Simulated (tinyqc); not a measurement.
On-chip power grid, static voltage drop by conjugate gradients: two steps of the calculation.

A grid of 4 rows and 3 columns, node k = 3 row + column. Neighbours in a row are joined by Rx, in a column by Ry; pad nodes, which reach the supply through Rp: 0, 9. Each node draws I0, node 1 draws kh I0. The drops u = Vdd - V solve G u = i, with G the conductance matrix (1/Rp added on the diagonal at pad nodes).

Values chosen for this exercise: supply voltage Vdd = 0.75 V; resistance of a horizontal segment Rx = 0.16 ohm; resistance of a vertical segment Ry = 0.54 ohm; resistance from a pad node to the supply Rp = 0.11 ohm; load current of an ordinary node I0 = 11 mA; factor on the load at the hot node kh = 5.

Task 1. Conjugate-gradient step. q = G p; a = (r.r)/(p.q); u(new) = u + a p; r(new) = r - a q; b = (r.r)(new)/(r.r); p(new) = r(new) + b p.

u after iteration 2 (mV):
```
	col 0	col 1	col 2
row 0	10.872667	16.226579	13.404178
row 1	6.442521	8.505234	6.442521
row 2	6.442521	6.442521	6.442521
row 3	3.911010	6.442521	6.442521
```

r after iteration 2 (mA):
```
	col 0	col 1	col 2
row 0	-62.584449	-10.400736	15.748043
row 1	32.095931	-4.304969	36.783916
row 2	6.312015	14.819839	11.000000
row 3	-4.044699	-4.821948	11.000000
```

p after iteration 2 (mA):
```
	col 0	col 1	col 2
row 0	-4.859063	40.863884	89.229502
row 1	62.248190	38.685571	66.936175
row 2	36.464275	44.972099	41.152260
row 3	10.351488	25.330311	41.152260
```

Give: q; a; u after iteration 3; r after iteration 3; b; p after iteration 3.

Result 1.

q (mA S):
```
	col 0	col 1	col 2
row 0	-454.2	-12.5	343.6
row 1	319.3	-339.5	183.0
row 2	-52.6	125.1	-71.6
row 3	-47.9	-41.6	98.9
```

a = 0.1321 ohm

u after iteration 3 (mV):
```
	col 0	col 1	col 2
row 0	10.23	21.62	25.19
row 1	14.67	13.62	15.28
row 2	11.26	12.38	11.88
row 3	5.28	9.79	11.88
```

r after iteration 3 (mA):
```
	col 0	col 1	col 2
row 0	-2.58	-8.75	-29.64
row 1	-10.08	40.54	12.61
row 2	13.26	-1.70	20.46
row 3	2.28	0.68	-2.06
```

b = 0.4813

p after iteration 3 (mA):
```
	col 0	col 1	col 2
row 0	-4.92	10.92	13.31
row 1	19.88	59.16	44.82
row 2	30.81	19.94	40.27
row 3	7.26	12.87	17.74
```

Task 2. Worst drop, pad currents and power lost. Pad current u/Rp; worst drop as a share of Vdd; power lost in the grid and pads sum_k i_k u_k; power delivered sum_k i_k (Vdd - u_k).

converged u (mV):
```
	col 0	col 1	col 2
row 0	11.037886	22.164857	24.078666
row 1	21.730346	23.559275	24.597774
row 2	20.310172	21.681396	22.681814
row 3	8.322114	15.114990	18.202264
```

Find: worst drop; share of Vdd; pad currents; power lost; power delivered.

Result 2.

worst drop = 24.60 mV
share of Vdd = 3.280 %
pad currents (mA): node 0 100.3, node 9 75.66
power lost = 3.544 mW
power delivered = 128.5 mW

The pad currents add up to the total load, 176.0 mA. The worst drop is at node 5, not at the hot node.

Numbers from tinyqc (`OMP_NUM_THREADS=1 python tinyqc.py 2770173 2770174 out.jsonl`; about 0.07 s on one thread of a shared Intel Xeon 2.30GHz).
